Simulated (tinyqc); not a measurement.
From results back to parameters: alloy A(1-x)B(x) by interpolation with bowing. Three cases, with inputs chosen for the exercise.

Problem. An unstrained alloy A(1-x)B(x) follows Vegard, a(x) = (1 - x) a_A + x a_B, and E(x) = (1 - x) E_A + x E_B - C x (1 - x) at Gamma. Its lattice constant and gap are given.

Find: x; linear part of the gap; C.

Method. x = (a - a_A)/(a_B - a_A); the bowing is the shortfall against the linear part divided by x (1 - x).

Case 1.

Values chosen (out of a larger set: A near Ge, B near Si; not measured data): a = (5.661, 5.424) angstrom (lattice constant of A, B); Eg = (0.905, 4.174) eV (gap at Gamma to the s-like level of A, B).

a(x) = 5.518800 angstrom
gap at Gamma = 2.824880 eV

Solution.

x = 0.600
linear part of the gap = 2.8664 eV
C = 0.173 eV

Case 2.

Values chosen (out of a larger set: A near GaP, B near InP; not measured data): a = (5.452, 5.867) angstrom (lattice constant of A, B); Eg = (2.896, 1.417) eV (gap at Gamma to the s-like level of A, B).

a(x) = 5.771550 angstrom
gap at Gamma = 1.632137 eV

Solution.

x = 0.770
linear part of the gap = 1.7572 eV
C = 0.706 eV

Case 3.

Values chosen (out of a larger set: A near GaSb, B near GaAs; not measured data): a = (6.09, 5.653) angstrom (lattice constant of A, B); Eg = (0.823, 1.519) eV (gap at Gamma to the s-like level of A, B).

a(x) = 5.867130 angstrom
gap at Gamma = 0.817354 eV

Solution.

x = 0.510
linear part of the gap = 1.1780 eV
C = 1.443 eV

Computed by tinyqc, one run a case: `OMP_NUM_THREADS=1 python tinyqc.py N N+1 out.jsonl` with N = 1050016, 1050024, 1050038; one thread of a shared Intel(R) Xeon(R) Processor @ 2.30GHz, about 0.01 s a run at most.
